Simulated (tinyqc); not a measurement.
Schottky diode by thermionic emission with image-force lowering and series resistance: effect of the doping on the lowering.

Metal on an n-type semiconductor with one parabolic valley; V > 0 is forward bias (metal positive). I = I0 [exp(Vj/(n Vt)) - 1] with Vj = V - I Rs; I0 = S A* T^2 exp(-(phi - dphi)/Vt), the lowering dphi taken at zero bias.

A* = 4 pi q me m0 kB^2/h^3 (times 1e-4 for A/(cm^2 K^2)); Nc = 2 (2 pi me m0 kB T/h^2)^1.5 (times 1e-6 for cm^-3); xi = Vt ln(Nc/Nd), Vbi = phi - xi; surface field Em = sqrt(2 q Nd (Vbi - V - Vt)/(eps0 eps_r)); dphi = sqrt(q Em/(4 pi eps0 eps_r)). Here V = 0 in Em.

Parameters, values chosen for the exercise; band and dielectric values close to those of silicon: temperature T = 200 K; electron mass me = 0.256 m0; relative permittivity eps_r = 11.5; barrier height seen from the metal phi = 0.59 eV; area S = 1.7e-5 cm^2.

Constants: q = 1.602176634e-19 C, kB = 1.380649e-23 J/K, h = 6.62607015e-34 J s, m0 = 9.1093837015e-31 kg, Vt = kB T/q, eps0 = 8.8541878128e-14 F/cm where lengths are in cm. Results are converted to the units shown.

Result of one run:

| Nd (cm^-3) | Vbi (V) | Em (kV/cm) | dphi (meV) | I0 (A) |
|---|---|---|---|---|
| 5.9e15 | 0.4917 | 29.68 | 19.28 | 8.690e-14 |

What becomes of these results when the donor density Nd is changed from 5.9e15 to 3e17 cm^-3, all else the same?

Result of the changed run:

| Nd (cm^-3) | Vbi (V) | Em (kV/cm) | dphi (meV) | I0 (A) |
|---|---|---|---|---|
| 3e17 | 0.5594 | 226.2 | 53.23 | 6.229e-13 |

The whole series:

| Nd (cm^-3) | Vbi (V) | Em (kV/cm) | dphi (meV) | I0 (A) |
|---|---|---|---|---|
| 1.2e14 | 0.4246 | 3.922 | 7.008 | 4.264e-14 |
| 4.3e14 | 0.4466 | 7.622 | 9.769 | 5.005e-14 |
| 1.6e15 | 0.4692 | 15.09 | 13.74 | 6.303e-14 |
| 5.9e15 | 0.4917 | 29.68 | 19.28 | 8.690e-14 |
| 2.2e16 | 0.5144 | 58.67 | 27.10 | 1.368e-13 |
| 8.2e16 | 0.5371 | 115.8 | 38.08 | 2.587e-13 |
| 3e17 | 0.5594 | 226.2 | 53.23 | 6.229e-13 |

dphi rises from 7.01 to 53.2 meV, as Nd^(0.26) (1/4 at fixed Vbi), and I0 grows by a factor of 14.6. Emission limits the current only if the drift velocity at the surface is well above A* T^2/(q Nc) = 4.34e6 cm/s; with a mobility of 1370 cm^2/(V s) it is less than three times that in 2 of the rows, where I0 is overstated.

Range of the model: One isotropic valley is assumed; bands with several valleys have a larger Richardson constant and Nc.

Computed by the program tinyqc: `OMP_NUM_THREADS=1 python tinyqc.py 2640121 2640122 out.jsonl`, one thread of a shared Intel Xeon 2.30GHz, about 0.01 s for the whole run.
